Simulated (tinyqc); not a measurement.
Tunnelling through a gate dielectric with the two-band (Franz) dispersion, WKB transmission and Tsu-Esaki current: Two-band against parabolic dispersion.

Electrons leave the emitter at x = 0. Energies E (motion across the layers) are in eV from the emitter Fermi level; the collector Fermi level lies at -V and offers states at every E. No charge in the dielectric and no image force: F1 = V/t1, U = phi1 - F1 x. With C = hbar^2/(2 m0), kappa = sqrt(m u (1 - u/Egx)/C), u = U - E where U > E and 0 elsewhere; T(E) = exp(-S), S = 2 times the integral of kappa over x.

Each layer adds (2/F) sqrt(m/C) [G(u at its left edge) - G(u at its right edge)] to S, with u = U - E (0 where negative) and G(u) = Egx^1.5 (th - sin(4 th)/4)/4, th = arcsin sqrt(u/Egx). The parabolic value uses G(u) = (2/3) u^1.5.

Values chosen for this exercise; dielectric values close to those of silicon dioxide:
```
symbol,value,unit,meaning
phi1,2.99,eV,barrier of layer 1 above the emitter Fermi level at zero bias
m1,0.51,m0,tunnelling mass of layer 1
t1,2.8,nm,thickness of layer 1
V,0.5,V,voltage across the dielectric
```

Constants: q = 1.602176634e-19 C, hbar = 1.054571817e-34 J s, m0 = 9.1093837015e-31 kg, hbar^2/(2 m0) = 0.0380998212 eV nm^2. Results are converted to the units shown.

The same in every row: S at E = 0, parabolic = 33.903.

Two-band against parabolic dispersion:

| Egx (eV) | S at E = 0, two-band | ratio of the two T |
|---|---|---|
| 4.4 | 20.780 | 5.0008e5 |
| 5.9 | 24.790 | 9070.0 |
| 7.4 | 26.890 | 1111.3 |
| 8.9 | 28.195 | 301.31 |
| 10.5 | 29.137 | 117.41 |
| 12 | 29.775 | 62.058 |
| 13.5 | 30.261 | 38.147 |
| 15 | 30.645 | 25.991 |

S rises from 20.8 to 30.6 towards the parabolic 33.9. The factor 1 - u/Egx lowers kappa, so T exceeds the parabolic value by a factor of 5.00e5 in the first row and 26.0 in the last.

Numbers from tinyqc (`OMP_NUM_THREADS=1 python tinyqc.py 2540066 2540067 out.jsonl`; about 0.01 s on one thread of a shared Intel Xeon 2.30GHz).
